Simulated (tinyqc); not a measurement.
Swing of the coupled dose with resist thickness: standing waves and exposure in a photoresist film.

Normal incidence from air. Unexposed resist: N1 = n1 + i k1 with k1 = (A + B) lam/(4 pi), lam in micrometres. r01 = (1 - N1)/(1 + N1), t01 = 2/(1 + N1). Below the resist lie the layer Na = na + i ka and the substrate Ns = ns + i ks: r12 = (r1a + ras x)/(1 + r1a ras x), x = exp(4 pi i Na da/lam), r1a = (N1 - Na)/(N1 + Na), ras = (Na - Ns)/(Na + Ns). With p = exp(2 pi i N1 d/lam), the field at depth z is E(z) = t01 [exp(2 pi i N1 z/lam) + r12 p^2 exp(-2 pi i N1 z/lam)]/(1 + r01 r12 p^2), the relative intensity I(z) = n1 |E(z)|^2 and the reflectance R = |(r01 + r12 p^2)/(1 + r01 r12 p^2)|^2.

Values chosen for the exercise (a resist on Cu, indices near tabulated ones; shifted at random, so the results belong to these values and not to a real crystal): lam = 248 nm (vacuum wavelength); n1 = 1.782 (resist index); A = 0.04 1/micrometre (bleachable absorption (Dill A)); B = 0.62 1/micrometre (fixed absorption (Dill B)); d = 376 nm (resist thickness); ns = 1.465 (substrate n); ks = 1.77 (substrate k); na = 1.803 (n of the bottom antireflection layer); ka = 0.446 (its k); da = 74 nm (its thickness).

The mean of I is taken over 800 depths; the relative dose to clear is taken as 1/(mean of I over the lowest period, 60 depths), scaled to 1 in the first row.

Swing:
```
d (nm),R,mean I,relative dose
376.0,0.0509,0.8942,1.000
387.6,0.1238,0.8224,1.092
399.2,0.1645,0.7766,1.153
410.8,0.1418,0.7895,1.129
434.0,0.0231,0.8944,1.009
445.6,0.0514,0.8693,1.049
457.2,0.1211,0.8024,1.142
468.8,0.1601,0.7602,1.203
480.4,0.1382,0.7731,1.179
492.0,0.0722,0.8283,1.104
503.6,0.0249,0.8701,1.060
515.2,0.0519,0.8460,1.101
```

Give the missing row, d (nm) = 422.4.

Computed row:
```
d (nm)       R  mean I  relative dose
422.4   0.0728  0.8486          1.053
```

The period is 69.6 nm, six rows. The relative dose swings between 1.000 and 1.203, a ratio (max - min)/mean of 0.185, against the estimate 4 sqrt(|r01|^2 |r12|^2) exp(-(A + B) d) = 0.162 for the oscillating part alone; the ratio from the table also holds the slow rise from absorption, 10.1 % over two periods, so the two are not strictly comparable.

Program tinyqc; command `OMP_NUM_THREADS=1 python tinyqc.py 1681697 1681698 out.jsonl`; about 0.01 s on one thread of a shared Intel(R) Xeon(R) Processor @ 2.30GHz.
